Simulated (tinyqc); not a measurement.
# Doping from the ideality factor

Inverse problem. For thermionic-field emission over a Schottky barrier the ideality factor is n = u coth(u) with u = E00/Vt and E00 = (hbar/2) sqrt(Nd/(me m0 eps0 eps_r)) in SI units (volts). Find u, E00 and Nd.

Parameters, values chosen for the exercise; band and dielectric values close to those of 4H silicon carbide: temperature T = 200 K; electron mass me = 0.37 m0; relative permittivity eps_r = 9.6.

Constants: q = 1.602176634e-19 C, kB = 1.380649e-23 J/K, eps0 = 8.8541878128e-12 F/m, hbar = 1.054571817e-34 J s, m0 = 9.1093837015e-31 kg, Vt = kB T/q. Results are converted to the units shown.

n = 1.0367569

Solution. u coth(u) rises steadily from 1, so n fixes u; the definition of E00 then gives Nd.

u = 0.3333
E00 = 5.744 meV
Nd = 3.400e17 cm^-3

Computed by the program tinyqc: `OMP_NUM_THREADS=1 python tinyqc.py 2640144 2640145 out.jsonl`, one thread of a shared Intel Xeon 2.30GHz, about 0.06 s for the whole run.
